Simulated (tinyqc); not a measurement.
Epitaxial growth on a vicinal surface: Burton-Cabrera-Frank step flow, step-edge barrier and island nucleation. Changing the step-edge barrier E_s. Computed by tinyqc, a small Python program. Command: `OMP_NUM_THREADS=1 python tinyqc.py 3020444 3020445 out.jsonl stepflow sweep`. One thread of a shared host (Intel(R) Xeon(R) Processor @ 2.30GHz), about 0.02 s of CPU time with the checks.

Adatoms land at rate F, hop on a square grid (a simplification for hexagonal faces), desorb, or join steps. Lengths are in units of a and n is the adatom coverage. Steps ascend at x = 0 and descend at x = l.

Inputs (values chosen for the exercise, close to those used for GaAs(001)):
```
quantity                     value      unit
site spacing a                   4  angstrom
step height h                 2.83  angstrom
diffusion barrier E_d         1.21        eV
desorption energy E_a         2.73        eV
adatom formation energy E_f  0.854        eV
attempt frequency nu            10       THz
deposition rate F              6.4  layers/s
miscut angle                   0.1   degrees
temperature T                  530         C
critical nucleus size i          1         -
```

Constants: k_B = 8.617333262e-05 eV/K.

Method:
- D = nu exp(-E_d/(k_B T)) (a^2/s, nu counted per direction); tau = exp(E_a/(k_B T))/nu; x_s = sqrt(D tau); n_eq = exp(-E_f/(k_B T)); terrace width l = h/(a tan(miscut)); Schwoebel length l_s = exp(E_s/(k_B T)) - 1.
- Temperatures in kelvin are T(C) + 273.15.
- D n'' - n/tau + F = 0 with n(0) = n_eq and -l_s n'(l) = n(l) - n_eq. With u = n - F tau, A = n_eq - F tau, y = l/x_s, s = l_s/x_s: u = A cosh(x/x_s) + B sinh(x/x_s), B = A (1 - cosh y - s sinh y)/(sinh y + s cosh y). Flux into the ascending step J+ = D B/x_s, over the descending one J- = -(D/x_s)(A sinh y + B cosh y); step velocity J+ + J-; growth rate (J+ + J-)/l. For small y: J+ + J- = (F - n_eq/tau) l, J-/J+ = l/(l + 2 l_s).
- The coverage peaks where n' = 0, tanh(x/x_s) = -B/A.

One run for each value; columns: (1) step-edge barrier E_s (eV); (2) J- (atoms per step site and s); (3) J+ (atoms per step site and s); (4) peak coverage; (5) position of the peak (a); (6) Schwoebel length l_s (a):
```
(1)      (2)     (3)     (4)     (5)         (6)
0.00  1297.2  1297.2  0.5147  202.68           0
0.05  1293.8  1300.6  0.5174  203.21  1.0594e+00
0.10  1286.9  1307.5  0.5229  204.29  3.2413e+00
0.15  1272.9  1321.5  0.5342  206.48  7.7348e+00
0.20  1245.0  1349.3  0.5569  210.84  1.6989e+01
0.30  1094.0  1500.4  0.6886  234.43  7.5296e+01
0.40   722.3  1872.0  1.0720  292.50  3.2260e+02
0.50   295.9  2298.4  1.6159  359.13  1.3715e+03
```

Over the rows, J- (atoms per step site and s) falls from 1300 to 296; J+ (atoms per step site and s) rises from 1300 to 2300; peak coverage rises from 0.515 to 1.62. The barrier matters once l_s is comparable with l; in the limit the descending step reflects, the peak moves to x = l and the excess coverage is four times as large when desorption is weak.

Caution (all rows): twice the distance from the ascending step to the coverage peak exceeds the expected island spacing [0.25 (F/D)^(i/(i+2)) exp(E_i/((i+2) k_B T))]^(-1/2) by 40 % or more, so islands nucleate and the step-flow values are formal.

Extremes, crossings and ranges named in words are read from the listed rows.
